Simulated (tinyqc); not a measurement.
Frequency dispersion of an accumulation capacitance by border traps, distributed model: one step of the calculation.

Traps spread evenly through the insulator exchange electrons with the semiconductor by tunnelling, with tau(x) = t0 exp(2 ka x) at depth x from the interface. The admittance per area Y seen at depth x obeys dY/dx = -Y^2/(i w eps0 eox) + q Nb ln(1 + i w tau)/tau, with Y(0) = i w Cs and w = 2 pi f; the gate sees Y(tox) = G + i w C. Working variable y = Y/(i w), in uF/cm^2. Cox = eps0 eox/tox.

Problem. Capacitance and conductance at the gate. Beyond xe the traps are ignored, so 1/y(tox) = 1/y(xe) + (tox - xe)/(eps0 eox); C = Re y, G/w = -Im y, loss tangent G/(w C).

Values chosen for this exercise; permittivity close to that of silicon dioxide:
- eox = 3.76 (relative permittivity of the insulator)
- tox = 9.7 nm (insulator thickness)
- xe = 1.6 nm (depth down to which the steps are taken)

Constants: eps0 = 8.8541878128e-14 F/cm where lengths are in cm. Results are converted to the units shown.

y at xe = 1.4803786-0.0523841i uF/cm^2

Wanted: y at the gate; C; G/w; loss tangent.

Solution.

y at the gate = 0.3218-0.0025i uF/cm^2
C = 0.3218 uF/cm^2
G/w = 0.002472 uF/cm^2
loss tangent = 0.007682

Numbers from tinyqc (`OMP_NUM_THREADS=1 python tinyqc.py 2202220 2202221 out.jsonl`; about 0.7 s on one thread of a shared Intel Xeon 2.30GHz).
